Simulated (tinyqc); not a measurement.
Inside a calculation. Model: absorption edge of a degenerate semiconductor, band filling against gap narrowing.

Computed by the program tinyqc: `OMP_NUM_THREADS=1 python tinyqc.py 2330144 2330145 out.jsonl`, one thread of a shared Intel Xeon 2.30GHz, about 0.01 s for the whole run. Printed values are rounded.

n-type, parabolic bands, full ionisation. eta = (EF - Ec)/kB T solves N = Nc F12(eta), F12(x) = (2/sqrt(pi)) int_0^infinity sqrt(u)/(1 + exp(u - x)) du. The gap shrinks rigidly by dEg = a3 y^(1/3) + a4 y^(1/4) + a2 y^(1/2), y = N/1e18 cm^-3, an empirical law that is here taken as the true narrowing.

Parameters, values chosen for the exercise; band and dielectric values those of a made-up semiconductor: temperature T = 300 K; band gap Eg = 1.27 eV; conduction-band density of states at 300 K, from me Nc = 8.17e17 cm^-3; electron mass me = 0.102 m0; hole mass mh = 0.692 m0; ionised donor density N = 9e17 cm^-3; coefficient of (N/1e18)^(1/3) a3 = 12.4 meV; coefficient of (N/1e18)^(1/4) a4 = 8.9 meV; coefficient of (N/1e18)^(1/2) a2 = 2.1 meV.

Constants: q = 1.602176634e-19 C, kB = 1.380649e-23 J/K, h = 6.62607015e-34 J s, c = 299792458 m/s, Vt = kB T/q. Results are converted to the units shown.

Range of the model: Band tails, non-parabolic bands and incomplete ionisation are left out.

## Iteration 1: Fermi level

eta at the start (Boltzmann value) = 0.0968

Newton step on ln F12(eta) = ln(N/Nc): eta(new) = eta - ln(Nc F12/N) F12/Fm, Fm(x) = dF12/dx = (1/sqrt(pi)) int_0^infinity u^(-1/2)/(1 + exp(u - x)) du.

F12 = 0.8254997
Fm = 0.6422352
eta after iteration 1 = 0.4676531

## Course of the iteration

Stop when eta changes by less than 1e-9.

Course of the iteration:
```
iteration        eta    change
1          0.4676531     0.371
2          0.4803963    0.0127
3          0.4804120   1.57e-5
4          0.4804120  2.38e-11
```

Converged in 4 iterations.

## The optical edge

converged eta = 0.4804120

Vertical transitions need an empty final state: the edge is taken where the state lies 4 kB T below EF, E_opt = Eg - dEg + (1 + me/mh) max(eta - 4, 0) kB T; wavelength h c/(q E_opt).

dEg = 22.63294 meV
EF - Ec = 12.41961 meV
filling shift = 0 meV
E_opt = 1.247367 eV
wavelength = 993.9672 nm

The edge lies 22.6 meV below the undoped gap: narrowing outweighs filling.
